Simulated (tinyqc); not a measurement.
# Charge control and current of a heterostructure field-effect transistor, step by step

A worked calculation. Computed by tinyqc, a small Python program that keeps every step. Command: `OMP_NUM_THREADS=1 python tinyqc.py 3024064 3024065 out.jsonl hemt walk`. One thread of a shared host (Intel(R) Xeon(R) Processor @ 2.30GHz), about 0.01 s of CPU time with the checks. Intermediate numbers are printed to about 6 digits and carried at full precision; extremes and crossings named in words are read from the listed rows.

Two subbands in a triangular well; E_F is counted from the conduction band edge of the channel at the interface.

Inputs (values chosen for the exercise, modelled on AlGaN/GaN):
```
quantity                                  value        unit
channel mass m                             0.19         m_0
permittivity eps (barrier and channel)     9.44           -
barrier thickness d                          27          nm
Schottky barrier phi_B                      1.4          eV
conduction band offset dE_c                0.25          eV
polarisation charge sigma/e             8.7e+12      1/cm^2
gate voltage V_G                              0           V
mobility mu                                1300  cm^2/(V s)
saturation velocity v_s                     1.2    1e7 cm/s
gate length L                               190          nm
source resistance R_S                      0.76      ohm mm
temperature T                               300           K
mixing                                      0.3           -
iteration cap                               200           -
```

Charge source: polarisation. Velocity law: smooth.

Constants: e = 1.602176634e-19 C; eps_0 = 8.8541878128e-12 F/m; k_B = 8.617333262e-05 eV/K; hbar = 1.054571817e-34 J s; m_0 = 9.1093837015e-31 kg; k_B = 1.380649e-23 J/K.

## Threshold and barrier capacitance

Threshold V_T = phi_B - dE_c - sigma d/(eps eps_0) (in volts); C_b = eps eps_0/d.

threshold voltage V_T = -3.35270 V

barrier capacitance C_b = 0.309569 microfarad/cm^2

The device is normally on.

## First iteration

Charge control: n_s = C_b (V_G - V_T - E_F/e)/e. Well: mean field F = e n_s/(2 eps eps_0), E_i = (hbar^2/2m)^(1/3) [(3 pi e F/2)(i + 3/4)]^(2/3), i = 0, 1; n_s = D k_B T sum_i ln(1 + exp((E_F - E_i)/k_B T)), D = m/(pi hbar^2), which is solved in closed form for E_F. Iteration from n_s = C_b (V_G - V_T)/(2e): E_F from n_s, n_out from the charge control, n_new = n_s + mixing (n_out - n_s), kept above n_s/10; stop when |n_out/n_s - 1| < 1e-9.

starting n_s = 3.23900e+12 1/cm^2

E_0 = 134.144 meV

E_1 = 235.988 meV

E_F = 166.795 meV

n_out = 6.15572e+12 1/cm^2

Caution: a density of n_out would put E_F above the conduction band minimum of the barrier, where parallel conduction sets in.

## Sheet density

The formulas are those given above.

Course of the iteration:
```
iteration  n_s (1/cm^2)  E_F (meV)  |n_out/n_s - 1|
1           3.23900e+12    166.795      9.00501e-01
2           4.11402e+12    203.698      4.78949e-01
3           4.70514e+12    227.082      2.83541e-01
4           5.10537e+12    242.377      1.77131e-01
5           5.37666e+12    252.534      1.14085e-01
6           5.56068e+12    259.337      7.48530e-02
7           5.68555e+12    263.915      4.96904e-02
...                 ...        ...              ...
47          5.94955e+12    273.500      8.97808e-09
48          5.94955e+12    273.500      6.09692e-09
49          5.94955e+12    273.500      4.14035e-09
50          5.94955e+12    273.500      2.81167e-09
51          5.94955e+12    273.500      1.90937e-09
52          5.94955e+12    273.500      1.29663e-09
53          5.94955e+12    273.500      8.80530e-10
```

sheet density n_s = 5.94955e+12 1/cm^2

Converged in 53 iterations.

## Levels and gate capacitance

C_g = e dn_s/dV_G = 1/(1/C_b + 1/C_q), 1/C_q = d(E_F/e)/d(e n_s) by a central difference of +/- 0.1 % in n_s; added distance dd = eps eps_0/C_q.

E_0 = 201.197 meV

E_1 = 353.947 meV

E_F = 273.500 meV

share in the second subband = 1.50218 %

gate capacitance C_g = 0.289397 microfarad/cm^2

added distance dd = 1.88198 nm

C_g is 93 % of C_b: the finite density of states and the rise of E_0 act as 1.9 nm of extra barrier. Caution: E_F lies above the conduction band minimum of the barrier, so electrons would spill into the barrier.

## Saturation current

With V = e n_s/C_g and V_c = v_s L/mu: for v = mu F/(1 + mu F/v_s), V_Dsat = V_c (sqrt(1 + 2V/V_c) - 1) and I/W = C_g v_s (V - V_Dsat); g_m = dI/dV; extrinsic g_m/(1 + g_m R_S); f_T = g_m/(2 pi C_g L).

V = 3.29383 V

V_c = 0.175385 V

V_Dsat = 0.913712 V

saturation current I/W = 826.557 mA/mm

intrinsic g_m = 291.352 mS/mm

extrinsic g_m = 238.534 mS/mm

intrinsic f_T = 84.3317 GHz

V/V_c = 18.78: velocity saturation rules; I is 72 % of e n_s v_s = 1140 mA/mm.

## Gate length

The formulas are those given above.

Scaling; the last columns are v_s/(2 pi L) and mu V/(2 pi L^2):
```
L (nm)  I/W (mA/mm)  g_m (mS/mm)  extrinsic g_m (mS/mm)    f_T (GHz)  velocity limit (GHz)  mobility limit (GHz)
30          1004.85      324.807                260.502  5.95431e+02               636.620           7.57219e+04
60           952.46      315.567                254.524  2.89245e+02               318.310           1.89305e+04
120          883.20      302.618                246.033  1.38688e+02               159.155           4.73262e+03
250          788.39      283.388                233.169  6.23401e+01                76.394           1.09040e+03
500          677.75      258.416                215.995  2.84233e+01                38.197           2.72599e+02
1000         550.03      225.531                192.530  1.24032e+01                19.099           6.81497e+01
2000         414.68      184.797                162.039  5.08150e+00                 9.549           1.70374e+01
5000         249.52      124.376                113.634  1.36802e+00                 3.820           2.72599e+00
```

f_T scales as L^-1.04 at the short end and L^-1.43 at the long end; the two limits cross at L = mu V/v_s = 3570 nm. g_m tends to C_g v_s = 347 mS/mm, and R_S cuts it by 20 % at the shortest gate. Fringe capacitances and short-channel effects, left out, lower f_T once L is below about ten barrier thicknesses.

Checks made by the program: iterated density against a bracketing root search (relative difference 8e-10).
